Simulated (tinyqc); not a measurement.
Carrier lifetime from Shockley-Read-Hall, radiative, Auger and surface recombination: one step, computed by the program tinyqc. Command: `OMP_NUM_THREADS=1 python tinyqc.py 3014108 3014109 out.jsonl lifetime walk`. One thread of a shared host (Intel(R) Xeon(R) Processor @ 2.30GHz), about 0.02 s of CPU time with the checks.

Energies are counted from the top of the valence band. Boltzmann statistics, full ionisation, and equal excess densities of electrons and holes.

Question. Capture times and SRH densities. v = sqrt(3 k_B T/m) with m_e or m_h; tau_n0 = 1/(sigma_n v_n N_t), tau_p0 = 1/(sigma_p v_p N_t); n1 = N_c exp(-(E_g - E_t)/k_B T), p1 = N_v exp(-E_t/k_B T).

Inputs (values chosen for the exercise, with bands modelled on ZnO):
```
quantity                          value   unit
gap E_g                            3.32     eV
electron mass m_e                 0.263    m_0
hole mass m_h                     0.768    m_0
temperature T                       400      K
trap level E_t                     1.59     eV
trap density N_t                3.6e+11  cm^-3
electron cross-section sigma_n  6.9e-17   cm^2
hole cross-section sigma_p      2.2e-17   cm^2
```

Doping: n-type. Surface term: two equal surfaces.

N_c = 5.210912e+18 cm^-3

N_v = 2.600291e+19 cm^-3

Constants: k_B = 1.380649e-23 J/K; m_0 = 9.1093837015e-31 kg; k_B = 8.617333262e-05 eV/K.

Give: v_n; v_p; tau_n0; tau_p0; n1; p1.

Answer.

v_n = 2.630e+07 cm/s

v_p = 1.539e+07 cm/s

tau_n0 = 0.001531 s

tau_p0 = 0.008205 s

n1 = 8.315e-04 cm^-3

p1 = 0.2409 cm^-3
